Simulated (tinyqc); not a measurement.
Comparisons within one model: free and nearly free electrons in a metal. A value that a table varies takes the place of the one given here.

The cubic cell holds 4 atoms: n = 4 z/a^3, kF = (3 pi^2 n)^(1/3), EF = c kF^2/m, vF = 2 c kF/(m hbar), c = hbar^2/2m0; rs = (3/(4 pi n))^(1/3)/a0; D(EF) = 3 n/(2 EF).

Two plane waves k and k - G, G = (111) (2 pi/a): H = [[c k^2/m, V], [V, c (k - G)^2/m]] with c = hbar^2/2m0.

Square wire of width w with grain size w: rho/rho0 = 1/(1 - 3 al/2 + 3 al^2 - 3 al^3 ln(1 + 1/al)) + (3/4) (1 - p) l/w, with al = (l/w) Rg/(1 - Rg) (Mayadas-Shatzkes plus the thick-wire form of Fuchs-Sondheimer); l = hbar kF/(n e^2 rho), e = 1.602176634e-19 C.

Constants: hbar^2/2m0 = 3.80998211 eV angstrom^2; hbar = 6.58211957e-16 eV s; a0 (Bohr radius) = 0.5291772105 angstrom.

Inputs chosen for the exercise (near those of Ag, whose d bands this model ignores; shifted at random, so the results belong to these values and not to a real crystal): a = 4.121 angstrom (fcc lattice constant); z = 1 (free electrons an atom); m = 1 m0 (mass); rho = 1.63 micro-ohm cm (bulk resistivity); p = 0.2 (specularity of the surfaces); Rg = 0.45 (reflection at grain boundaries); w = 10 nm (wire width).

## When the Fermi surface touches the face

On the face the lower band is E = c (G^2/4 + q^2)/m - V, q along the face. EF is held at its free value. A neck opens where EF > c G^2/(4m) - V, with radius q; the second band fills where EF > c G^2/(4m) + V.

Necks:
```
V (eV)  lower band at the face centre (eV)  neck radius (1/angstrom)  radius/kF
0.2                                  6.443                         -          -
0.5                                  6.143                         -          -
0.8                                  5.843                         -          -
1.1                                  5.543                         -          -
1.4                                  5.243                    0.2099      0.176
1.8                                  4.843                    0.3861      0.324
2.2                                  4.443                    0.5040      0.423
2.6                                  4.043                    0.5992      0.503
```

EF = 5.411 eV
c G^2/(4m) = 6.643 eV

What can be read from the table?

Contact needs V > 1.232 eV. It is first met at V = 1.4 eV of those listed, and the radius then grows as the square root of the excess, to 0.503 kF at 2.6 eV. EF is held at its free value here; a count of states lowers it as V grows, strongly for V of an eV or more, so the threshold is a lower bound, the radii are upper bounds, and some necks may vanish.

## Resistivity of narrow wires

Wires:
```
w (nm)     al  grain term (factor - 1)  surface term  rho (micro-ohm cm)
200     0.215                    0.308         0.158                2.39
100     0.430                    0.605         0.315                3.13
50      0.860                    1.189         0.631                4.60
30      1.433                    1.960         1.051                6.54
20      2.150                    2.920         1.577                8.96
14      3.071                    4.152         2.252               12.07
10      4.300                    5.792         3.153               16.21
7       6.142                    8.251         4.504               22.42
```

l = 52.55 nm

What does this show, and why?

At 7 nm the resistivity is 13.76 times the bulk value; grain boundaries add more (8.25 from grains, 4.50 from surfaces). It passes twice the bulk value between 100 and 50 nm. The surface formula is meant for w above l = 53 nm, so the rows below that are rough.

## What sets the wire resistivity

All results formed anew. Each row changes one parameter from the base and keeps the others.

Results:
```
case                      EF (eV)  l (nm)  wire rho (micro-ohm cm)
base                        5.411   52.55                   16.211
a = 4.245 angstrom          5.099   55.76                   17.096
m = 1.2 m0                  4.509   52.55                   16.211
rho = 1.956 micro-ohm cm    5.411   43.79                   16.554
p = 0.5                     5.411   52.55                   14.283
Rg = 0.315                  5.411   52.55                   12.111
w = 7 nm                    5.411   52.55                   22.421
```

What can be read from the table?

The largest shifts from the base row, up to three for each result and ties (the steps differ in size, so this ranks the rows, not the parameters). EF (eV): m -0.902, a -0.311; unchanged at the printed digits by rho, p, Rg and w. l (nm): rho -8.76, a +3.21; unchanged at the printed digits by m, p, Rg and w. wire rho (micro-ohm cm): w +6.211, Rg -4.100, p -1.927; unchanged at the printed digits by m. The mass drops out of l at given rho, because vF falls and tau rises by the same factor.

Computed by tinyqc, a small Python program: `OMP_NUM_THREADS=1 python tinyqc.py 1681758 1681759 out.jsonl` (the numbers bound the seed that draws the inputs); one thread of a shared host (Intel(R) Xeon(R) Processor @ 2.30GHz), about 0.01 s for the whole set of steps.
